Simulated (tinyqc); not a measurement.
Band offset from the macroscopic average of a supercell potential: one step. The dipole behind the step. Two cases, with inputs chosen for the exercise.

Question. A step dV of the mean electron energy from A to B across an interface equals 4 pi (e^2/4 pi eps0) times a dipole per area p (in e angstrom per angstrom^2). For a change of 0.1 eV in dV, give the charge per area moved over 2 angstrom in a medium of dielectric constant eps: sigma = 0.1 eps/(4 pi (e^2/4 pi eps0) 2). 1 angstrom^-2 = 1e16 cm^-2.

Constants: e^2/(4 pi eps0) = 14.39964547 eV angstrom.

Give: |p|; sigma.

Case 1.

Values chosen (out of a larger set: gaps near those of Si and HfO2; not measured data): eps = 4.7 (dielectric constant at the interface).

dV = B - A = -1.56998 eV

Answer.

|p| = 0.00868 e/angstrom
sigma = 1.30e+13 e/cm^2

With about 7e14 atoms per cm^2 in a plane (as on a silicon (100) face), 1.9 % of an electron per atom shifts the line-up by 0.1 eV.

Case 2.

Values chosen (out of a larger set: gaps near those of InAs and GaSb; not measured data): eps = 12.8 (dielectric constant at the interface).

dV = B - A = -0.27994 eV

Answer.

|p| = 0.00155 e/angstrom
sigma = 3.54e+13 e/cm^2

With about 7e14 atoms per cm^2 in a plane (as on a silicon (100) face), 5.1 % of an electron per atom shifts the line-up by 0.1 eV.

Computed by tinyqc, one run a case: `OMP_NUM_THREADS=1 python tinyqc.py N N+1 out.jsonl` with N = 1851289, 1880097; one thread of a shared Intel(R) Xeon(R) Processor @ 2.30GHz, about 0.01 s a run at most.
